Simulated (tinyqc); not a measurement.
## Gap voltage and exponent from three temperatures

Inverse problem. At constant current VBE(T) = Vg0 - a T - eta (kB T/q) ln T, where a is a constant. Find Vg0, eta and dVBE/dT at the middle temperature.

Constants: q = 1.602176634e-19 C, kB = 1.380649e-23 J/K. Results are converted to the units shown.

T (K): [330, 360, 390]
VBE at a constant current (V): [0.5818267325, 0.5149284591, 0.4471243156]

Solution. The relation is linear in Vg0, a and eta, so three points give a linear system; the slope is (VBE - Vg0 - eta kB T/q)/T. eta rests on the curvature of VBE(T) alone, so real fits need accuracy of some tens of microvolts or better.

Vg0 = 1.193 V
eta = 4.200
dVBE/dT = -2.245 mV/K

Program tinyqc, `OMP_NUM_THREADS=1 python tinyqc.py 2062053 2062054 out.jsonl`; Intel Xeon 2.30GHz, shared host, one thread, about 0.02 s.
